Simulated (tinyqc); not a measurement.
From results back to parameters: localisation in a chain with random site energies (transfer matrices). Two cases, with inputs chosen for the exercise.

Problem. In the localised range mean ln T = c - 2N/xi, xi being the localisation length in sites, and site energies spread evenly over a width W give xi = 24 (4t^2 - E^2)/W^2 for weak disorder. The two means come from a hidden xi.

Find: xi; W.

Method. The slope gives xi = 2 (N2 - N1)/(difference of the means), and W = sqrt(24 (4t^2 - E^2)/xi).

Case 1.

Values chosen: t = 1.45 eV (hopping); E = -0.54 eV (energy); N1 = 45 (first length); N2 = 166 (second length).

mean ln T: N1 -4.02372, N2 -13.82130

Solution.

xi = 24.7 sites
W = 2.81 eV

Case 2.

Values chosen: t = 1.17 eV (hopping); E = -1.59 eV (energy); N1 = 48 (first length); N2 = 141 (second length).

mean ln T: N1 -4.14209, N2 -11.08239

Solution.

xi = 26.8 sites
W = 1.62 eV

Computed by tinyqc, one run a case: `OMP_NUM_THREADS=1 python tinyqc.py N N+1 out.jsonl` with N = 1451014, 1451037; one thread of a shared Intel(R) Xeon(R) Processor @ 2.30GHz, about 0.08 s a run at most.
